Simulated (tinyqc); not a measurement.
What each parameter does: band edges of strained Si(1-x)Ge(x) on relaxed Si(1-y)Ge(y).

Values are linear in the Ge fraction but for ED(x) = linear - CD x (1 - x) and a(x) = linear - Ca x (1 - x). Energies are on the common scale of Ev.

Coherent growth on a (110) face: e_par = (a(y) - a(x))/a(x), e_perp = -(C11 + 3 C12 - 2 C44)/(C11 + C12 + 2 C44) e_par; exx = eyy = (e_par + e_perp)/2, ezz = e_par, exy = (e_perp - e_par)/2, eyz = ezx = 0.

A valley with unit axis u lies at Ev + gap + (av + a_valley) tr(e) + Xu (u.e.u - tr(e)/3); the Delta axes are x, y, z and the L axes [111], [1-1-1], [-11-1], [-1-11]. The second-order shift of the Delta valleys under shear is left out; it lowers the pair normal to the sheared plane by tens of meV at a shear of 1 %.

Valence edges: Ev plus the levels of the 6 x 6 matrix of X, Y, Z times spin with -Dso/3 + l exx + m (eyy + ezz) on the diagonal (cyclic), n exy off it, l = av + 2 b, m = av - b, n = sqrt(3) d. Spin-orbit term (Dso/3) L.sigma on X, Y, Z with (L_k)_ij = -i epsilon_kij: <X+|H|Y+> = -i Dso/3, <X+|H|Z-> = Dso/3, <Y+|H|Z-> = -i Dso/3, <Z+|H|X-> = -Dso/3, <Z+|H|Y-> = i Dso/3, <X-|H|Y-> = i Dso/3, and their conjugates; + and - are the spin along z.

Values chosen for the exercise (end members near Si and Ge, in this order; shifted at random, so the results belong to these values and not to a real crystal):
```
symbol  value           unit      meaning
a       (5.424, 5.654)  angstrom  lattice constant
Dso     (0.044, 0.291)  eV        spin-orbit splitting
av      (2.5, 1.23)     eV        valence hydrostatic potential
b       (-2.1, -2.53)   eV        tetragonal shear potential
d       (-4.8, -5.31)   eV        trigonal shear potential
C11     (164.5, 127.2)  GPa
C12     (63.8, 48.5)    GPa
C44     (79.4, 67.8)    GPa
Ev      (0, 0.71)       eV        top of the unstrained valence band
ED      (1.156, 0.926)  eV        gap to the Delta valleys
EL      (2.006, 0.746)  eV        gap to the L valleys
aD      (1.57, 1.27)    eV        hydrostatic potential of the Delta gap
aL      (-2.81, -2.82)  eV        hydrostatic potential of the L gap
XuD     (9.52, 9.14)    eV        uniaxial potential, Delta
XuL     (16.18, 15.24)  eV        uniaxial potential, L
CD      0.187           eV        bowing of the Delta gap
Ca      0.026           angstrom  bowing of the lattice constant
face    110                       growth face
x       1                         Ge fraction of the layer
y       0.71                      Ge fraction of the relaxed buffer
```

dEc = Ec(buffer) - Ec(layer), dEv = Ev(layer) - Ev(buffer); buffer edges Ev(y) and Ev(y) + min(ED, EL).

One parameter was then changed.

Results before and after:
```
case,gap (eV),valence splitting (meV),dEc (eV),dEv (eV)
base,0.6545,86.1,0.0639,0.2357
changed,0.6545,86.1,0.0537,0.2357
```

Which of these changes was made? (a) XuL = (18.607, 17.526) eV; (b) CD = 0.237 eV; (c) av = (2.875, 1.414) eV; (d) y = 0.74; (e) Dso = (0.051, 0.335) eV; (f) C12 = (73.37, 55.775) GPa; (g) aD = (1.805, 1.46) eV; (h) x = 0.97.

Answer: (b) CD = 0.237 eV. Of the candidates, run in turn, only this one gives the changed row.

All candidates:
```
case,gap (eV),valence splitting (meV),dEc (eV),dEv (eV)
base,0.6545,86.1,0.0639,0.2357
x = 0.97,0.7016,78.7,0.0420,0.2106
y = 0.74,0.6638,79.5,0.0747,0.2114
CD = 0.237 eV,0.6545,86.1,0.0537,0.2357
"aD = (1.805, 1.46) eV",0.6545,86.1,0.0639,0.2357
"av = (2.875, 1.414) eV",0.6545,86.1,0.0676,0.2321
"XuL = (18.607, 17.526) eV",0.6405,86.1,0.0779,0.2357
"C12 = (73.37, 55.775) GPa",0.6464,88.7,0.0689,0.2388
"Dso = (0.051, 0.335) eV",0.6546,89.1,0.0639,0.2357
```

The lowest valleys of the layer are L2, so among the conduction-band potentials only those of that family reach the gap and dEc; the buffer is unstrained. A shift large enough to swap the lowest family would change that.

tinyqc: `OMP_NUM_THREADS=1 python tinyqc.py 1080962 1080963 out.jsonl`; about 0.01 s, one thread, shared Intel(R) Xeon(R) Processor @ 2.30GHz.
